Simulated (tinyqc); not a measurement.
Worked calculation: CCD on RHF in the sto-3g basis, for H2, spin multiplicity 1. One step of it, computed by the program tinyqc.

Task: Integrals over molecular orbitals. (pq|rs) = sum C_ip C_jq C_kr C_ls (ij|kl), one index at a time.

coefficients C, order 1H 1s, 2H 1s:
```
[[0.591020, 0.937752],
 [0.591020, -0.937752]]
```

core Hamiltonian H = T + V (hartree), order 1H 1s, 2H 1s:
```
[[-0.931907, -0.580518],
 [-0.580518, -0.931907]]
```

Two-electron integrals (ij|kl) in chemists' order, unique and non-zero (hartree):
```
(11|11) 0.774606   (21|11) 0.259427   (21|21) 0.115798   (22|11) 0.442216
(22|21) 0.259427   (22|22) 0.774606
```

Give: one-electron integrals over orbitals h = C^T H C; Two-electron integrals over orbitals.

Result:

one-electron integrals over orbitals h = C^T H C (hartree):
```
[[-1.0566, 0.0000],
 [0.0000, -0.6180]]
```

Two-electron integrals over orbitals (pq|rs), unique and non-zero (hartree):
```
(11|11) 0.6067   (21|21) 0.2042   (22|11) 0.6053   (22|22) 0.6352
```
